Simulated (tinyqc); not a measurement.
A ladder of methods, and size consistency: correlation methods against full CI in the sto-3g basis, for H6, spin multiplicity 1. Computed by the program tinyqc with PySCF. All electrons correlated; +Q is the Davidson correction (1 - c0^2) E_corr. The last columns treat two copies 100 angstrom apart as one system. FCI is the lowest singlet.

Geometry (angstrom):
```
atom       x       y       z
H     0.0000  0.0000  0.0000
H     0.0000  0.0000  0.9900
H     0.0000  0.0000  2.2090
H     0.0000  0.0000  3.1980
H     0.0000  0.0000  4.4170
H     0.0000  0.0000  5.4070
```

RHF energy of one = -3.175007 hartree

Correlation energies (hartree):
```
method   E_corr of one  share of FCI (%)  E_corr of two at 100 angstrom  two minus twice one (mhartree)
MP2           -0.06061            61.833                       -0.12122                           0.000
CISD          -0.09331            95.189                       -0.17455                          12.063
CISD+Q        -0.10021           102.237                       -0.19571                           4.721
CCSD          -0.09768            99.656                       -0.19537                           0.000
CCSD(T)       -0.09794            99.921                       -0.19589                           0.000
FCI           -0.09802           100.000                              -                               -
```

What does the comparison show, and why?

MP2 recovers 62 %, CISD 95.2 % and CCSD 99.7 % of the FCI value (c0^2 = 0.926 in CISD). MP2 and coupled cluster are size consistent, so their last column vanishes; CISD loses 12.06 mhartree, since a double excitation on each copy is a quadruple of the pair, and the Davidson correction leaves +4.72.
